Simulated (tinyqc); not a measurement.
What moves the results: core-shell quantum dot (spherical envelope functions). A value that a table varies takes the place of the one given here.

Parabolic bands; strain and other valleys are left out. s states, u = r psi, hard wall at R + H, c = hbar^2/2m0, energies from the band edges of the core. Core: u = sin(k1 r)/k1, k1 = sqrt(m1 E/c). At R, psi and psi'/m are continuous, so u is continuous and its slope in the shell is s = u/R + (m2/m1)(u' - u/R). Shell: u(R + x) = u(R) cos(k2 x) + s sin(k2 x)/k2, k2 = sqrt(m2 (E - V)/c); for negative arguments the functions turn into sinh and cosh. A level has u(R + H) = 0.

Overlap = (integral of u_e u_h)^2 with normalised u. Coulomb integrals J_ab = (q/eps) double integral of u_a(r)^2 u_b(s)^2/max(r, s), q = e^2/(4 pi eps0), one eps everywhere. Exciton E = Eg + E_e + E_h - J_eh; first-order biexciton shift J_ee + J_hh - 2 J_eh (positive: repulsive).

Constants: hbar^2/2m0 = 3.80998211 eV angstrom^2; e^2/(4 pi eps0) = 14.39964547 eV angstrom; hc = 1239.841984 eV nm.

Inputs chosen for the exercise (near those of a ZnSe/CdS core-shell dot; shifted at random, so the results belong to these values and not to a real crystal):
- R = 14 angstrom (core radius)
- Vc = -0.787 eV (conduction edge of the shell above that of the core)
- Vv = 0.484 eV (hole barrier of the shell)
- me1 = 0.158 m0 (electron, core)
- me2 = 0.216 m0 (electron, shell)
- mh1 = 0.624 m0 (hole, core)
- mh2 = 0.834 m0 (hole, shell)
- Eg = 2.677 eV (gap of the core)
- eps = 5.6 (dielectric constant)
- Hs = (4, 7, 15, 21, 31, 36, 68) angstrom (shell thicknesses)
- H = 16 angstrom (shell thickness)

## Growing the shell

All quantities anew for each H.

Results:

| H (angstrom) | E_e (eV) | E_h (eV) | electron in core | overlap | J_eh (meV) | E (eV) | biexciton shift (meV) |
|---|---|---|---|---|---|---|---|
| 4 | 0.5346 | 0.1920 | 0.875 | 0.966 | 243.7 | 3.160 | 3.5 |
| 7 | 0.1845 | 0.1791 | 0.614 | 0.806 | 206.9 | 2.834 | 20.3 |
| 15 | -0.3572 | 0.1758 | 0.161 | 0.321 | 148.3 | 2.347 | 75.8 |
| 21 | -0.5262 | 0.1758 | 0.070 | 0.167 | 125.8 | 2.201 | 100.6 |
| 31 | -0.6500 | 0.1758 | 0.025 | 0.068 | 102.2 | 2.101 | 126.4 |
| 36 | -0.6814 | 0.1758 | 0.016 | 0.047 | 93.9 | 2.078 | 135.6 |
| 68 | -0.7539 | 0.1758 | 0.003 | 0.009 | 62.3 | 2.037 | 170.5 |

What can be read from the table?

The line moves by -1123 meV: the electron gives -1288, the hole -16 and the weaker attraction +181 meV. Over the last step E_e moves by -72.5 meV and E_h by 0.0 meV; the electron level lies above the shell edge Vc, so at this thickness it still spreads with the shell; whether a thicker shell brings it below Vc depends on whether the core binds a level at all. The overlap goes from 0.966 to 0.009, which scales the radiative lifetime by 110.6 if the rate is proportional to it. Up to H = 4 angstrom E_e exceeds 0.15 Eg, where a parabolic band overstates it. In the thickest shell the electron is spread so far that the attraction of the hole, taken to first order here, would pull it back and raise the overlap.

## What each parameter does

All quantities anew. Each row changes one parameter from the base and keeps the others.

Results:

| case | E (eV) | overlap | electron in core | biexciton shift (meV) |
|---|---|---|---|---|
| base | 2.315 | 0.286 | 0.138 | 80.8 |
| R = 11 angstrom | 2.362 | 0.361 | 0.122 | 88.2 |
| H = 21 angstrom | 2.201 | 0.167 | 0.070 | 100.6 |
| Vc = -0.887 eV | 2.230 | 0.262 | 0.122 | 83.8 |
| Vv = 0.363 eV | 2.301 | 0.350 | 0.138 | 70.4 |
| me2 = 0.27 m0 | 2.261 | 0.251 | 0.114 | 85.4 |
| mh1 = 0.499 m0 | 2.332 | 0.324 | 0.138 | 70.6 |
| eps = 6.4 | 2.333 | 0.286 | 0.138 | 70.7 |

What can be read from the table?

The largest shifts from the base row, up to three for each result and ties (the steps differ in size, so this ranks the rows, not the parameters). E (eV): H -0.114, Vc -0.085, me2 -0.053. overlap: H -0.120, R +0.075, Vv +0.064; unchanged at the printed digits by eps. electron in core: H -0.068, me2 -0.024, R -0.017; unchanged at the printed digits by Vv, mh1 and eps. biexciton shift (meV): H +19.9, Vv -10.4, mh1 -10.2.

Computed by tinyqc, a small Python program: `OMP_NUM_THREADS=1 python tinyqc.py 1281780 1281781 out.jsonl` (the numbers bound the seed that draws the inputs); one thread of a shared host (Intel(R) Xeon(R) Processor @ 2.30GHz), about 0.04 s for the whole set of steps.
